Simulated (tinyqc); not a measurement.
# Worked calculation: bandgap voltage reference from two bipolar transistors

Numbers from tinyqc (`OMP_NUM_THREADS=1 python tinyqc.py 2062197 2062198 out.jsonl`; about 0.02 s on one thread of a shared Intel Xeon 2.30GHz). Printed values are rounded.

Two transistors of area 1 and N carry the same current I. Is(T) = Is (T/T0)^eta exp[(Vg0 q/kB)(1/T0 - 1/T)], VBE1 = Vt ln(I/Is(T)) + I rb, VBE2 = Vt ln(I/(N Is(T))) + I rb/N. The amplifier forces I R1(T) = VBE1 - VBE2 + Vos, with R(T) = R (1 + tc (T - T0)) for both resistors, and the output is Vref = VBE1 + I R2(T). Base currents and the Early effect are neglected.

Inputs (values chosen for the exercise); values of the order met in silicon bipolar transistors:
- T0 = 300 K (reference temperature)
- Vg0 = 1.188 V (band-gap voltage extrapolated to 0 K)
- eta = 4 (temperature exponent of the saturation current)
- Is = 1.1e-16 A (saturation current of the unit transistor at T0)
- N = 8 (area ratio of the second transistor)
- R1 = 10 kohm (resistor across which the difference of VBE falls, at T0)
- tc = 0 ppm/K (temperature coefficient of both resistors)
- Vos = 2.6 mV (offset of the amplifier)
- rb = 10 ohm (series resistance of the unit transistor)
- R2 = 119.3 kohm (output resistor at T0)
- T = 358 K (temperature)

Constants: q = 1.602176634e-19 C, kB = 1.380649e-23 J/K. Results are converted to the units shown.

## Operating point at the reference temperature

Vt = kB T/q; I = (Vt ln N + Vos)/(R1(T) - rb (1 - 1/N)). Evaluate at T = T0.

Vt = 0.02585200 V
I = 5.640708 uA
Is(T) = 1.1e-16 A
VBE1 = 0.6375809 V
I R2 = 0.6729364 V
Vref = 1.310517 V

## Operating point at another temperature

Vt = kB T/q; I = (Vt ln N + Vos)/(R1(T) - rb (1 - 1/N)).

Vt = 0.03085005 V
I = 6.680934 uA
Is(T) = 3.817519e-13 A
VBE1 = 0.5145764 V
I R2 = 0.7970354 V
Vref = 1.311612 V

From T0 to T, VBE1 changes by -123 mV and I R2 by 124 mV, which leaves 1.09 mV in Vref.

## Resistor for zero slope at T0, ideal case

With tc = 0, Vos = 0 and rb = 0 the current is proportional to T, dVBE/dT = (VBE - Vg0 - (eta - 1) Vt)/T, and Vref has zero slope at T0 when Vref = Vg0 + (eta - 1) Vt0. Find VBE1, its slope, that Vref, R2/R1 and the curvature d2Vref/dT2 = -(eta - 1) kB/(q T0).

VBE1 = 0.6362809 V
dVBE/dT = -2.097584 mV/K
Vref = 1.265556 V
R2/R1 = 11.70576
curvature = -0.8617333 uV/K^2
